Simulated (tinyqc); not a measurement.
Cahn-Hilliard equation on a periodic one-dimensional grid: one step, computed by the program tinyqc. Command: `OMP_NUM_THREADS=1 python tinyqc.py 3023268 3023269 out.jsonl cahn walk`. One thread of a shared host (Intel(R) Xeon(R) Processor @ 2.30GHz), about 0.01 s of CPU time with the checks.

Free energy F = h sum_j [A (c_j^2 - 1)^2/4 + (kappa/2) ((c_(j+1) - c_j)/h)^2]; dc/dt = Lap(mu), mu = A (c^3 - c) - kappa Lap(c), Lap(y)_j = (y_(j+1) - 2 y_j + y_(j-1))/h^2, mobility 1; the grid has n = 16 points.

Task: Linear stability. f'' = A (3 c0^2 - 1). Mode m has lambda_m = (4/h^2) sin^2(pi m/n) and the rate w_m = -lambda_m (f'' + kappa lambda_m). In the continuum the fastest wavelength is 2 pi sqrt(2 kappa/|f''|) with the rate f''^2/(4 kappa). Explicit steps near c = +-1, where f'' = 2A, are stable for dt < 2/(16 kappa/h^4 + 8 A/h^2).

Inputs (values chosen for the exercise, in reduced units):

| quantity | value | unit |
|---|---|---|
| spacing h | 1.5 | - |
| well depth A | 1.3 | - |
| gradient coefficient kappa | 1.2 | - |
| mean composition c0 | 0.29 | - |

Give: f''; Modes of the grid; fastest wavelength; largest rate; explicit limit of dt.

Result:

f'' = -0.97201

Modes of the grid:

| m | lambda_m | w_m |
|---|---|---|
| 1 | 0.068 | 0.060 |
| 2 | 0.260 | 0.172 |
| 3 | 0.549 | 0.172 |
| 4 | 0.889 | -0.084 |
| 5 | 1.229 | -0.618 |
| 6 | 1.517 | -1.288 |
| 7 | 1.710 | -1.847 |
| 8 | 1.778 | -2.065 |

fastest wavelength = 9.873

largest rate = 0.1968

explicit limit of dt = 0.2377
